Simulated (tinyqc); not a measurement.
Ways to converge the cycle: SCF convergence aids in the cc-pvdz basis, for H2, spin multiplicity 1. Computed by the program tinyqc with PySCF. RHF with one setting changed at a time; a run stops when the energy changes by less than 1e-09 hartree and the error matrix is below 1e-5. The start is random orbitals. Damping d keeps d of the old density; a shift (hartree) raises the virtual levels; DIIS n extrapolates F over n matrices.

Geometry (angstrom):
```
atom       x       y       z
H     0.0000  0.0000  0.0000
H     0.0000  0.0000  0.9390
```

lowest restricted solution found by these runs and by PySCF = -1.110534 hartree

Largest element of the error matrix X^T (FDS - SDF) X:
```
iteration    plain  damping 0.3  damping 0.6  shift 0.4   DIIS 3   DIIS 8
1          4.1e-01      4.1e-01      4.1e-01    4.1e-01  4.1e-01  4.1e-01
2          1.9e-01      1.7e-01      2.6e-01    2.7e-01  1.9e-01  1.9e-01
3          3.5e-02      9.6e-02      1.7e-01    1.0e-01  3.3e-02  3.3e-02
4          6.8e-03      4.8e-02      1.1e-01    3.8e-02  9.7e-04  9.7e-04
5          1.4e-03      2.3e-02      8.0e-02    1.5e-02  1.6e-04  1.6e-04
6          3.1e-04      1.0e-02      6.0e-02    5.9e-03  2.9e-05  2.3e-05
8          1.7e-05      2.1e-03      3.1e-02    1.0e-03  3.4e-07  1.1e-08
10               -      4.2e-04      1.6e-02    2.0e-04        -        -
14               -      1.8e-05      3.7e-03    1.1e-05        -        -
20               -      1.7e-07      3.9e-04          -        -        -
30               -            -      9.1e-06          -        -        -
```

How each run ends:
```
run          iterations  E (hartree)         state
plain                 9    -1.110534  lowest found
damping 0.3          21    -1.110534  lowest found
damping 0.6          44    -1.110534  lowest found
shift 0.4            15    -1.110534  lowest found
DIIS 3                8    -1.110534  lowest found
DIIS 8                8    -1.110534  lowest found
```

What does the comparison show, and why?

6 of 6 runs reach the lowest restricted solution found, in 8 to 44 iterations (fastest: DIIS 3, DIIS 8). Plain steps already contract here, so damping only slows them. DIIS 3 and DIIS 8 gain by cancelling the error over several earlier matrices, much as a quasi-Newton step does.
